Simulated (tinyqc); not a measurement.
# Core-level spacing from the offsets

Problem. For an overlayer B on a substrate A, dEv = (iB - iA) - (cB - vB) + (cA - vA) in binding energies, and dEc + dEv = EgB - EgA. Find dEv and the spacing iB - iA that a thin film must show.

Inputs (values chosen for the exercise): gap of the substrate A EgA = 0.73 eV; gap of the overlayer B EgB = 8.89 eV.

dEc = 3.5655988 eV
cA - vA = 85.124401 eV
cB - vB = 64.78 eV

Answer. The gaps give dEv, and the Kraut relation is solved for the spacing.

dEv = 4.5944 eV
iB - iA = -15.750 eV

Computed by the program tinyqc: `OMP_NUM_THREADS=1 python tinyqc.py 2410003 2410004 out.jsonl`, one thread of a shared Intel Xeon 2.30GHz, about 0.01 s for the whole run.
